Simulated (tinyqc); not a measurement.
## Planar ballistic transistor, top-of-the-barrier model: effect of the drain control CD/CS

At the top of the source barrier, states moving towards the drain are filled by the source (Fermi level 0) and states moving back by the drain (Fermi level -q Vd); nothing scatters. U is the shift of the band edge there, set by the capacitances CG, CD and CS (the total) and by the charge. Parabolic two-dimensional band; the source is grounded.

N0 = gv m kB T/(pi hbar^2), CG = eps0 eox/tox, vT = sqrt(2 kB T/(pi m)), CS = CG/aG, n0 = n at U = 0 and Vd = 0. eta1 = -(E0 + U)/Vt, eta2 = eta1 - Vd/Vt, n = (N0/2)[F_0(eta1) + F_0(eta2)], F_0(x) = ln(1 + exp x). U = UL + q (n - n0)/CS with UL = -(aG Vg + aD Vd), energies in eV. I = q (N0/2) vT [F_(1/2)(eta1) - F_(1/2)(eta2)] per width, F_(1/2)(x) = (2/sqrt(pi)) int_0^infinity u^(1/2)/(1 + exp(u - x)) du. CQ = (q/Vt) dn/d(eta1). E0 is held fixed.

Parameters, values chosen for the exercise; mass and valleys close to those of gallium arsenide:
- T = 150 K (temperature)
- m = 0.0683 m0 (effective mass)
- gv = 1 (valley degeneracy)
- eox = 16 (relative permittivity of the gate insulator)
- tox = 3.7 nm (insulator thickness)
- aG = 0.86 (gate control CG/CS)
- E0 = 0.37 eV (band edge at the barrier top above the source Fermi level at zero bias)
- Vg = 0.4 V (gate voltage)
- Vd = 0.4 V (drain voltage)

Constants: q = 1.602176634e-19 C, kB = 1.380649e-23 J/K, hbar = 1.054571817e-34 J s, m0 = 9.1093837015e-31 kg, Vt = kB T/q, eps0 = 8.8541878128e-14 F/cm where lengths are in cm. Results are converted to the units shown.

Results:
```
aD,eta1,n (cm^-2),I (uA/um),mean velocity I/(q n) (cm/s),CQ/CS
0,-2.0723,2.1865e10,5.1885,1.4811e7,0.057403
0.018,-1.5530,3.5396e10,8.4891,1.4969e7,0.089663
0.036,-1.0513,5.5268e10,13.462,1.5203e7,0.13295
0.072,-0.11142,1.1783e11,30.108,1.5949e7,0.24240
0.09,0.32702,1.6042e11,42.316,1.6464e7,0.29829
0.108,0.74779,2.0936e11,57.230,1.7062e7,0.34842
0.126,1.1544,2.6339e11,74.810,1.7727e7,0.39032
```

Estimate the missing row, aD = 0.054.

Computed row:
```
aD,eta1,n (cm^-2),I (uA/um),mean velocity I/(q n) (cm/s),CQ/CS
0.054,-0.57042,8.2622e10,20.554,1.5527e7,0.18540
```

With this row back in the table: As aD goes from 0 to 0.126, n rises from 2.19e10 to 2.63e11 cm^-2, the mean velocity rises from 1.48e7 to 1.77e7 cm/s and the current rises from 5.19 to 74.8 uA/um. CQ/CS goes from 0.057 to 0.39.

tinyqc, about 0.01 s, one thread, Intel Xeon 2.30GHz (shared host): `OMP_NUM_THREADS=1 python tinyqc.py 2400171 2400172 out.jsonl`
